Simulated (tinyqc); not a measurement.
Inside a calculation: Gamma, L and X subbands of a thin body with non-parabolic valleys. Values are carried at full precision from step to step, so a last printed digit may differ when a step is redone from the rounded ones.

Hard walls, flat band, c = hbar^2/2m0, energies from the bulk Gamma edge. For a valley at angle theta to the normal 1/m_z = cos^2/ml + sin^2/mt and m_d = sqrt(ml mt^2/m_z). Subband n starts at E_v + e with e (1 + a e) = c (n pi/t)^2/m_z, and its density-of-states mass is taken as m_d (1 + 2 a e), without further growth at higher in-plane energy. Groups are named by valley and degeneracy.

Constants: hbar^2/2m0 = 3.80998211 eV angstrom^2; kB = 8.617333262e-05 eV/K.

Values chosen for the exercise (near those of a thin GaSb channel; not measured data): face = 100 (surface); mG = 0.0392 m0 (Gamma mass); aG = 1.12 1/eV (Gamma non-parabolicity); EL = 0.057 eV (L edge above Gamma); mL = (1.27, 0.096) m0 (L valleys (four, along <111>): ml, mt); EX = 0.318 eV (X edge above Gamma); mX = (1.455, 0.215) m0 (X valleys (three, along <100>): ml, mt); aS = 0.64 1/eV (non-parabolicity of L and X); t = 80 angstrom (body thickness); Ns = 7.5 x 1e12/cm^2 (sheet density); T = 300 K (temperature); eot = 10 angstrom (equivalent oxide thickness).

## Valley groups

List degeneracy, edge, m_z, m_d and a.

Groups:
```
group,g,E_v (eV),m_z,m_d,a (1/eV)
G1,1,0.000,0.0392,0.0392,1.12
L4,4,0.057,0.1388,0.2904,0.64
X1,1,0.318,1.4550,0.2150,0.64
X2,2,0.318,0.2150,0.5593,0.64
```

## Subband edges

n = 1 to 8 for each group; list the ten lowest.

Subbands:
```
subband,g,E (eV),DOS mass
L4 n=1,4,0.0983,0.3058
G1 n=1,1,0.1307,0.0507
L4 n=2,4,0.2112,0.3477
X1 n=1,1,0.3220,0.2161
X1 n=2,1,0.3340,0.2194
X2 n=1,2,0.3449,0.5785
X1 n=3,1,0.3535,0.2248
L4 n=3,4,0.3738,0.4082
X1 n=4,1,0.3801,0.2321
G1 n=2,1,0.4107,0.0753
```

The lowest subband is L4 n=1, 32 meV below G1 n=1; in the bulk the lowest valley is Gamma.

## Filling and quantum capacitance

n_i = g m/(2 pi c) kB T ln(1 + exp((EF - E_i)/kB T)), sum n_i = Ns (1e12/cm^2 = 1e-4/angstrom^2), c = hbar^2/2m0. Quantum capacitance Cq = 1602.176634 sum g m/(2 pi c) f_i in microfarad/cm^2 with f_i = 1/(1 + exp((E_i - EF)/kB T)); Cox = 34.5313/eot (one gate); C/Cox = Cq/(Cq + Cox), the centroid term left out.

Over the ten listed subbands, named by valley (G, L, X), degeneracy and number.

EF = 0.0902 eV

n_i in the order of the list (1e12/cm^2): 7.256  0.104  0.139  0.000  0.000  0.001  0.000  0.000  0.000  0.000

Cq = 36.05 microfarad/cm^2
Cox = 3.453 microfarad/cm^2
C/Cox = 0.913

EF lies 8 meV below the lowest edge; Gamma holds 1 % of the electrons. The density of states is ample: only 9 % of the gate capacitance is lost.

## Checks

- Cq against the slope dNs/dEF by finite differences, microfarad/cm^2: both 36.05.

Program tinyqc; command `OMP_NUM_THREADS=1 python tinyqc.py 1280221 1280222 out.jsonl`; about 0.05 s on one thread of a shared Intel(R) Xeon(R) Processor @ 2.30GHz.
